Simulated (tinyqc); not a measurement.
Microkinetic model of low-temperature epitaxy from hydride gases: adsorption, hydrogen desorption and rate control: one step, computed by the program tinyqc.

Each hydride molecule needs two free sites and leaves four hydrogen atoms, of which two leave at once as H2; theta is the hydrogen coverage, the site density is 6.78 per nm^2 and one layer is 1.358 angstrom thick.

Question. Coverage and growth rate. With k the hydride and k_H the hydrogen adsorption rate on free pairs and k_d the desorption rate, steady state: 2 (k + k_H)(1 - theta)^2 = k_d theta; growth rate R = k (1 - theta)^2 layers/s; 1 layer/s = 8.148 nm/min. With c = 2 (k + k_H)/k_d the free share is 1 - theta = 2/(1 + sqrt(1 + 4c)).

Inputs (values chosen for the exercise, close to those used for silane and germane on Si(001)): temperature T = 790 C.

Film: silicon-germanium. Order of hydrogen desorption: first.

k = 173.5687 1/s

k_H = 0 1/s

k_d = 4099.924 1/s

Give: c; hydrogen coverage theta; growth rate R in layers; growth rate G.

Answer.

c = 0.084669

hydrogen coverage theta = 0.072791

growth rate R in layers = 149.22 layers/s

growth rate G = 1215.8 nm/min

The surface is mostly bare: the arrival of hydride limits growth.
